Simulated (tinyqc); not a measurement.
Inside a calculation. Model: solubility, supersaturation, precipitation and gettering of an impurity in a silicon-like host. Computed by tinyqc, a small Python program that keeps every step. Command: `OMP_NUM_THREADS=1 python tinyqc.py 3025384 3025385 out.jsonl ripen walk`. One thread of a shared host (Intel(R) Xeon(R) Processor @ 2.30GHz), about 0.01 s of CPU time with the checks. Intermediate numbers are printed to about 5 digits and carried at full precision; extremes and crossings named in words are read from the listed rows.

The wafer was saturated at T1 and is then held at T.

Inputs (values chosen for the exercise, modelled on iron in silicon):
```
quantity                                   value        unit
site density N0                            5e+22      1/cm^3
enthalpy of solution H                      2.88          eV
entropy of solution S                        8.7         k_B
diffusion prefactor D0                   0.00095      cm^2/s
migration energy Q                         0.661          eV
temperature of saturation T1                1450           K
anneal temperature T                         931           K
sink density n                             8e+11      1/cm^3
initial sink radius r0                       5.3          nm
impurity density in the precipitate C_p  3.8e+22      1/cm^3
interface energy gamma                      0.54       J/m^2
anneal time t                                4.8           s
wafer thickness w                            775  micrometre
```

Gettering: relaxation gettering at sinks.

Constants: k_B = 8.617333262e-05 eV/K; k_B = 1.380649e-23 J/K.

## Solubility, diffusivity, supersaturation

C_eq(T) = N0 exp(S/k_B - H/(k_B T)); D(T) = D0 exp(-Q/(k_B T)); C0 = C_eq(T1). Supersaturation s = C0/C_eq(T); critical radius r* = 2 gamma/(C_p k_B T ln s); barrier W* = (4 pi/3) gamma r*^2. Strain energy is left out.

C0 = 2.9328e+16 1/cm^3

C_eq(T) = 7.7098e+10 1/cm^3

D(T) = 2.5092e-07 cm^2/s

supersaturation s = 3.8041e+05

critical radius r* = 0.17208 nm

W*/(k_B T) = 5.2111

Sinks of radius r0 are above r* and grow. The barrier is low enough for new nuclei to form. Caution: the barrier to homogeneous nucleation is below 35 k_B T for these inputs, so new precipitates would form and outnumber the fixed sinks assumed here. Caution: a critical radius of atomic size is outside the capillary model.

## Ham's law for sinks of fixed radius

tau0 = 1/(4 pi n r0 D); C_fixed(t) = C_eq + (C0 - C_eq) exp(-t/tau0). If all excess precipitates, the final radius is r_f = [r0^3 + 3 (C0 - C_eq)/(4 pi n C_p)]^(1/3), with tau_f = 1/(4 pi n r_f D).

tau0 = 0.74798 s

C_fixed(t) = 4.7972e+13 1/cm^3

final radius r_f = 7.2380 nm

tau_f = 0.54770 s

The sinks grow 1.4 times, so the fixed radius underrates the later rate.

## Growing precipitates

Growing sinks: with y = r/r_f and y0 = r0/r_f, dy/dt = (1 - y^3)/(3 tau_f y), which integrates to t/tau_f = F(y) - F(y0), F(y) = (1/2) ln[(1 + y + y^2)/(1 - y)^2] - sqrt(3) arctan[(2y + 1)/sqrt(3)]; the share of the excess left is (1 - y^3)/(1 - y0^3), and C(t) = C_eq + (C0 - C_eq) x share.

radius at t = 7.2377 nm

share of the excess left = 2.0371e-04

C(t) with growing sinks = 6.0516e+12 1/cm^3

100.0 % of the excess has precipitated.

## Denuded zone

Near a surface held at C_eq(T) the excess decays by out-diffusion over sqrt(D t) and by capture over L_s = sqrt(D tau_f) = (4 pi n r_f)^(-1/2); the shorter length sets the depth from which the surface draws.

sqrt(D t) = 10.975 micrometre

capture length L_s = 3.7071 micrometre

L_s/w = 0.0047834

The sinks catch the impurity before it reaches a surface, except within L_s of it.

## The best anneal temperature for the time t

C_eq(T) = N0 exp(S/k_B - H/(k_B T)); D(T) = D0 exp(-Q/(k_B T)); C0 = C_eq(T1). r_f = [r0^3 + 3 (C0 - C_eq)/(4 pi n C_p)]^(1/3), tau_f = 1/(4 pi n r_f D).

Dissolved share after t:
```
T (K)     C_eq/C0   tau_f (s)     C(t)/C0
652    5.6033e-13  1.8608e+01  8.2096e-01
754    5.7539e-10  3.7889e+00  3.4092e-01
870    2.1215e-07  9.7595e-01  9.5134e-03
986    1.9471e-05  3.4590e-01  2.0697e-05
1102   6.9013e-04  1.5253e-01  6.9013e-04
1218   1.2397e-02  7.8796e-02  1.2397e-02
1320   1.0331e-01  4.9368e-02  1.0331e-01
1392   3.8275e-01  3.9069e-02  3.8275e-01
```

The lowest dissolved share among these rows is 2.1e-5 at 986 K. Above it solubility sets the floor; below it diffusion is too slow for this time. Solubility falls with H = 2.88 eV and diffusion with Q = 0.661 eV.

Checks made by the program: radius against numerical integration (relative difference below 1e-10).
